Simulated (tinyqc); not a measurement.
Coherent potential approximation for a binary alloy with a semi-elliptic band, step by step. Values are carried at full precision from step to step, so a last printed digit may differ when a step is redone from the rounded ones.

Site levels eA = -x d (share 1 - x) and eB = (1 - x) d (share x), so that their mean, the virtual crystal, is 0. Pure band: G0(z) = 2 (z - sqrt(z - W) sqrt(z + W))/W^2 with principal roots, density -Im G/pi per site. The medium has a self-energy S(z), G = G0(z - S), z = E + i eta. t_i = (e_i - S)/(1 - (e_i - S) G); the CPA demands <t> = (1 - x) tA + x tB = 0. Iteration: start at S = 0, set S(new) = S + <t>/(1 + <t> G), stop when |<t>| < 1e-9 eV.

Constants: hbar = 6.58211957e-16 eV s.

Values chosen for the exercise: W = 3.5 eV (half width of the pure band); x = 0.06 (fraction of B); d = 2.91 eV (eB - eA); eta = 0.07 eV (broadening); E = -1.68 eV (energy).

## First step: the average t-matrix

With S = 0 form G, tA, tB, <t> and the new S.

eA, eB (eV): [-0.1746, 2.7354]

G = -0.26803-0.49004i 1/eV

tA, tB (eV): [-0.1817-0.0163i, 0.9875-0.7638i]

<t> = -0.1116-0.0612i eV
S after one step = -0.1153-0.0530i eV

## The self-consistent medium

Iterate.

Iterations:
```
i             S (eV)           G (1/eV)  |<t>| (eV)
0            0.00000  -0.26803-0.49004i       0.127
1  -0.11532-0.05297i  -0.24543-0.49156i     0.00230
2  -0.11370-0.05134i  -0.24582-0.49168i    4.03e-05
3  -0.11372-0.05137i  -0.24581-0.49168i    7.05e-07
4  -0.11372-0.05137i  -0.24581-0.49168i    1.24e-08
5  -0.11372-0.05137i  -0.24581-0.49168i    2.16e-10
```

S = -0.11372-0.05137i eV
G = -0.24581-0.49168i 1/eV

Converged at i = 5. The first step gave -0.1153-0.0530i eV.

## Densities on A and B, and the lifetime

G_i = G/(1 - (e_i - S) G); densities -Im G_i/pi; their weighted sum must be -Im G/pi. Lifetime hbar/(2 |Im S|), which has a meaning only while |Im S| is small against W. Weak-scattering value of S: x (1 - x) d^2 G.

densities (1/eV): on A 0.1645, on B 0.0316, weighted sum 0.1565, medium 0.1565

lifetime = 6.41 fs
weak-scattering S = -0.1174-0.2348i eV

An A site carries the larger density here, by a factor 5.21; the weak-scattering value is 147 % from S.

## Checks

- Weighted sum of the partial densities against the density of the medium: both 0.15651.

Run: tinyqc, `OMP_NUM_THREADS=1 python tinyqc.py 1451916 1451917 out.jsonl`; Intel(R) Xeon(R) Processor @ 2.30GHz, one thread, shared host; about 0.01 s of CPU time with all checks.
